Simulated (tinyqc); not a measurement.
Hot electrons in a saturated n-channel MOSFET, lucky-electron model: one step of the calculation.

Beyond pinch-off the lateral field grows as Esat cosh(y/l) over the velocity-saturated region (pseudo-two-dimensional model). Impact ionisation in this region gives the substrate current, which biases the body forward through Rsub. Currents are per width. Local-field laws: they overstate ionisation when the field peak is narrower than an energy relaxation length.

Problem. Body bias from the substrate current. Cox = 3.9 eps0/tox. Overdrive g = Vg - VT + kb Vb; Vdsat = g Esat L/(g + Esat L); Id = Cox vs (g - Vdsat); dV = Vd - Id Rd - Vdsat; Em = sqrt((dV/l)^2 + Esat^2); Isub = Id (Ai/Bi) l Em exp(-Bi/Em). Vb(new) = Rsub Isub.

Inputs (values chosen for the exercise); values close to those of silicon n-channel devices: channel length L = 0.25 um; oxide thickness tox = 5.9 nm; threshold VT = 0.71 V; saturation velocity vs = 9.3e6 cm/s; ionisation prefactor Ai = 2e6 1/cm; ionisation field Bi = 1.81 MV/cm; resistance of the lightly doped drain Rd = 700 ohm um; substrate resistance Rsub = 5400 ohm um; fall of VT per volt of forward body bias kb = 0.41; drain voltage Vd = 2.4 V; gate voltage Vg = 1.6 V.

Constants: eps0 = 8.8541878128e-14 F/cm where lengths are in cm. Results are converted to the units shown.

Vb at the start = 0 V
l = 39.466441 nm
Esat = 0.071538462 MV/cm

Give: Vdsat; Id; dV; Em; Isub; Vb after iteration 1.

Solution.

Vdsat = 0.5943 V
Id = 161.0 uA/um
dV = 1.693 V
Em = 0.4349 MV/cm
Isub = 4.756 uA/um
Vb after iteration 1 = 0.02568 V

Numbers from tinyqc (`OMP_NUM_THREADS=1 python tinyqc.py 2550022 2550023 out.jsonl`; about 0.01 s on one thread of a shared Intel Xeon 2.30GHz).
